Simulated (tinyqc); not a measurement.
Comparisons within one model: heavy doping: gap narrowing, degeneracy and the minority density. A value that a table varies takes the place of the one given here.

F_j(eta) = (1/Gamma(j + 1)) integral_0^infinity x^j dx/(1 + exp(x - eta)), which tends to exp(eta) for eta << 0.

Empirical narrowing (Slotboom form, constants chosen for the exercise; published fits of this form give the apparent narrowing, here it is taken as the true one): dEg = E0 [ln(N/N0) + sqrt(ln(N/N0)^2 + C)].

Majority: N = Nc F_1/2(eta), eta the distance of EF beyond the majority band edge in kT. Degeneracy factor gam = F_1/2(eta)/exp(eta). ni0^2 = Nc Nv exp(-Eg/kT); product n p = ni0^2 gam exp(dEg/kT), dEg the true narrowing; apparent narrowing dEa = dEg + kT ln gam; minority density = n p/N.

Bipolar transistor with N as emitter doping: beta = K (N/NB) exp((dEa_B + dG - dEa_E)/kT), dEa_E = dEg(N) + kT ln gam, dEa_B = dEg(NB). For the sweep in T, Nc is scaled as (T/T0)^(3/2) from its value at T0 = T.

Constants: kB = 8.617333262e-05 eV/K.

Values chosen for the exercise (gap and densities of states near those of Si at this temperature; narrowing constants near the fits for Si; not measured data):

| symbol | value | unit | meaning |
|---|---|---|---|
| Eg | 1.14 | eV | gap |
| Nc | 2.82e+19 | 1/cm^3 | conduction-band density of states |
| Nv | 1.12e+19 | 1/cm^3 | valence-band density of states |
| T | 300 | K |  |
| E0 | 6.97 | meV | narrowing scale |
| N0 | 1.1e+17 | 1/cm^3 | onset density |
| C | 0.5 |  | smoothing constant |
| N | 3.7e+19 | 1/cm^3 | ionised donors, equal to the majority density |
| NB | 1e+17 | 1/cm^3 | base doping |
| K | 2.5 |  | ratio (D_B W_E)/(D_E W_B) |
| dG | 0 | meV | extra narrowing of the base by alloying |

## Narrowing against degeneracy

N takes the values listed; the last column is N over the factor gam exp(dEg/kT), the doping that a simple model would need to give the same minority density.

Results:

| N (1/cm^3) | eta | gam | dEg (meV) | dEa (meV) | minority (1/cm^3) | effective doping (1/cm^3) |
|---|---|---|---|---|---|---|
| 8.0e+16 | -5.86 | 0.999 | 3.2 | 3.2 | 315 | 7.08e+16 |
| 3.0e+17 | -4.54 | 0.996 | 15.5 | 15.5 | 135 | 1.65e+17 |
| 8.0e+17 | -3.55 | 0.990 | 28.5 | 28.3 | 83.1 | 2.68e+17 |
| 3.0e+18 | -2.20 | 0.963 | 46.6 | 45.6 | 43.4 | 5.13e+17 |
| 8.0e+18 | -1.16 | 0.905 | 60.2 | 57.6 | 25.9 | 8.63e+17 |
| 3.0e+19 | 0.43 | 0.690 | 78.5 | 68.9 | 10.7 | 2.09e+18 |
| 8.0e+19 | 2.01 | 0.380 | 92.1 | 67.1 | 3.74 | 5.96e+18 |
| 2.0e+20 | 4.26 | 0.100 | 104.9 | 45.4 | 0.644 | 3.46e+19 |
| 6.0e+20 | 9.19 | 0.00217 | 120.1 | -38.5 | 0.00840 | 2.66e+21 |

dEg grows steadily to 120.1 meV, while the apparent value peaks at 68.9 meV for N = 3e+19 and falls to -38.5 meV as the Fermi level enters the band (a negative value is not met in measurements: parabolic bands with a fixed mass overstate the filling). N grows by a factor 38 from the third to the sixth row and the effective doping by 7.8: net of degeneracy, narrowing takes away 79 % of the factor gained by heavier doping.

## Current gain against temperature

Gain:

| T (K) | beta | beta with dG = 0 | without narrowing |
|---|---|---|---|
| 150 | 8.30 | 8.30 | 925 |
| 200 | 24.1 | 24.1 | 925 |
| 250 | 46.9 | 46.9 | 925 |
| 300 | 73.9 | 73.9 | 925 |
| 350 | 103 | 103 | 925 |
| 400 | 133 | 133 | 925 |
| 450 | 163 | 163 | 925 |

dEa_B + dG - dEa_E at T0 = -65.3 meV

beta is 8.3 at 150 K and 163 at 450 K, since the net exponent is negative: the emitter has the larger apparent narrowing. At 300 K narrowing and degeneracy change the gain by a factor 0.0799.

## What moves the minority density and the gain

All results formed anew. Each row changes one parameter from the base and keeps the others.

Results:

| case | dEg (meV) | dEa (meV) | minority (1/cm^3) | beta |
|---|---|---|---|---|
| base | 81.40 | 69.62 | 8.91 | 73.9 |
| N = 7.4e+19 1/cm^3 | 91.03 | 67.87 | 4.16 | 158 |
| E0 = 8.364 meV | 97.68 | 85.90 | 16.7 | 40.7 |
| N0 = 2.2e+17 1/cm^3 | 71.78 | 60.00 | 6.14 | 97.7 |
| Eg = 1.16 eV | 81.40 | 69.62 | 4.11 | 73.9 |
| Nc = 3.67e+19 1/cm^3 | 81.40 | 72.32 | 12.9 | 66.6 |
| NB = 2e+17 1/cm^3 | 81.40 | 69.62 | 8.91 | 47.2 |

The largest shifts from the base row, up to three for each result and ties (the steps differ in size, so this ranks the rows, not the parameters). dEg (meV): E0 +16.28, N +9.63, N0 -9.62; unchanged at the printed digits by Eg, Nc and NB. dEa (meV): E0 +16.28, N0 -9.62, Nc +2.69; unchanged at the printed digits by Eg and NB. minority (1/cm^3): E0 +7.81, Eg -4.80, N -4.75; unchanged at the printed digits by NB. beta: N +84.3, E0 -33.2, NB -26.7; unchanged at the printed digits by Eg.

(tinyqc, `OMP_NUM_THREADS=1 python tinyqc.py 1680237 1680238 out.jsonl`, Intel(R) Xeon(R) Processor @ 2.30GHz, 1 thread, shared host, about 0.01 s.)
